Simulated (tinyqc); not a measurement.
Weibull analysis of times to dielectric breakdown, with area scaling: two steps of the calculation.

Breakdown times follow F(t) = 1 - exp(-(t/t63)^beta). The 8 times below were drawn at random from beta = 2.2, t63 = 4100 s and are treated as data; all samples failed.

Values chosen for this exercise: characteristic time of a test capacitor t63 = 4100 s; Weibull slope beta = 2.2.

Question 1. Median ranks and the Weibull scale. F_i = (i - 0.3)/(n + 0.4) for the sorted times, W_i = ln(-ln(1 - F_i)).

t, i 1 to 8 (s): 1750  2170  2340  2480  4150  5210  5290  7120

Give: F; W; ln t.

Answer 1.

```
i       F       W   ln t
1  0.0833  -2.442  7.467
2  0.2024  -1.487  7.682
3  0.3214  -0.947  7.758
4  0.4405  -0.544  7.816
5  0.5595  -0.199  8.331
6  0.6786   0.127  8.558
7  0.7976   0.469  8.574
8  0.9167   0.910  8.871
```

Question 2. Straight-line fit. Least squares of W on ln t: beta = sum (x - mean x)(W - mean W)/sum (x - mean x)^2 with x = ln t, and ln t63 = mean x - mean W/beta.

```
i           W       ln t
1  -2.4417164  7.4673711
2  -1.4866710  7.6824824
3  -0.9473544  7.7579062
4  -0.5435741  7.8160138
5  -0.1985743  8.3308636
6   0.1266150  8.5583351
7   0.4685047  8.5735735
8   0.9102351  8.8706630
```

Wanted: beta; t63.

Answer 2.

beta = 2.0112
t63 = 4393.0 s

beta is 8.6 % below the value that made the data and t63 7.1 % above it.

Numbers from tinyqc (`OMP_NUM_THREADS=1 python tinyqc.py 2070083 2070084 out.jsonl`; about 0.01 s on one thread of a shared Intel Xeon 2.30GHz).
